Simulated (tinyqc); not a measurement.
# Trap density from one capacitance

Problem. Traps spread evenly through the insulator exchange electrons with the semiconductor by tunnelling, with tau(x) = t0 exp(2 ka x) at depth x from the interface. The admittance per area Y seen at depth x obeys dY/dx = -Y^2/(i w eps0 eox) + q Nb ln(1 + i w tau)/tau, with Y(0) = i w Cs and w = 2 pi f; the gate sees Y(tox) = G + i w C. Working variable y = Y/(i w), in uF/cm^2. Cox = eps0 eox/tox. Find Nb and G/w.

Values chosen for this exercise: relative permittivity of the insulator eox = 22.2; insulator thickness tox = 4.8 nm; semiconductor capacitance in accumulation Cs = 7 uF/cm^2; decay constant of the wave function in the insulator ka = 3.1 1/nm; time constant of a trap at the interface t0 = 3e-10 s; frequency f = 1000 Hz.

Constants: q = 1.602176634e-19 C, eps0 = 8.8541878128e-14 F/cm where lengths are in cm. Results are converted to the units shown.

C = 2.7500078 uF/cm^2

Solution. C rises steadily with Nb, so one density matches; in practice ka and t0 must come from the frequency dependence.

Nb = 1.700e19 cm^-3 eV^-1
G/w = 0.02917 uF/cm^2

tinyqc, about 0.4 s, one thread, Intel Xeon 2.30GHz (shared host): `OMP_NUM_THREADS=1 python tinyqc.py 2202062 2202063 out.jsonl`
